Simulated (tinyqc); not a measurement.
The 3-omega method: a line heater on a substrate with a thin film: one step, computed by the program tinyqc. Command: `OMP_NUM_THREADS=1 python tinyqc.py 3023636 3023637 out.jsonl threeomega walk`. One thread of a shared host (Intel(R) Xeon(R) Processor @ 2.30GHz), about 0.01 s of CPU time with the checks.

A current at angular frequency omega = 2 pi f heats the line at 2 omega with the amplitude P per length; the temperature swing Delta T at 2 omega gives a voltage at 3 omega. The substrate is taken as semi-infinite and isotropic, and the heat capacity of heater and film is left out.

Question. The film adds a constant step. One-dimensional flow across the film: Delta T_f = P (t/kappa_f + R_i)/(2 b); total in-phase swing Delta T = Delta T_s + Delta T_f; third-harmonic amplitude V_3 = V_1 beta |Delta T|/2 with the out-of-phase part included; the apparent film conductivity is t/(t/kappa_f + R_i).

Inputs (values chosen for the exercise, modelled on hafnia on germanium):
```
quantity                                    value        unit
heater half-width b                           5.5  micrometre
power amplitude per length P                  5.7         W/m
film thickness t                               59          nm
film conductivity kappa_f                     1.2     W/(m K)
interface resistance R_i                       35    m^2 K/GW
temperature coefficient of resistance beta    3.6      1e-3/K
voltage amplitude V_1                           3           V
```

in-phase Delta T_s = 0.1535788 K

out-of-phase Delta T_s = -0.02435073 K

Give: Delta T_f; total in-phase swing; V_3; apparent film conductivity; film share of the in-phase swing.

Answer.

Delta T_f = 0.043614 K

total in-phase swing = 0.19719 K

V_3 = 1.0729 mV

apparent film conductivity = 0.70099 W/(m K)

film share of the in-phase swing = 0.22117

The interface lowers the apparent conductivity by 42 %. The film gives a large part of the signal. Caution: the penetration depth exceeds a fifth of the substrate thickness, so the back face is felt and the semi-infinite formula fails.
